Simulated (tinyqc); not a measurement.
Inside a calculation. Method: Hubbard ring of 4 sites. One step of it, computed by the program tinyqc.

Problem. Mean-field iteration 3. H(up) = T + U n(down), H(down) = T + U n(up); fill the lowest levels; n(new) = n + mixing (n(out) - n); E = tr T (rho up + rho down) + U sum n_up n_down of the output.

one-body matrix (hopping and site energies) (eV), lower triangle:
```
           1          2          3         4
1   0.000000
2  -0.500000   0.000000
3   0.000000  -0.500000   0.000000
4  -0.500000   0.000000  -0.500000  0.000000
```

U = 9.300000 eV

electrons, up and down: 2  2

mixing = 0.500000

n(up) after iteration 2: 1 0.982661, 2 0.017339, 3 0.982661, 4 0.017339

n(down) after iteration 2: 1 0.017339, 2 0.982661, 3 0.017339, 4 0.982661

Give: levels, up; levels, down; energy; n(up) after iteration 3; n(down) after iteration 3.

Solution.

levels, up (eV): 0.051  0.161  9.139  9.249

levels, down (eV): 0.051  0.161  9.139  9.249

energy = -0.214 eV

n(up) after iteration 3: 1 0.988, 2 0.012, 3 0.988, 4 0.012

n(down) after iteration 3: 1 0.012, 2 0.988, 3 0.012, 4 0.988
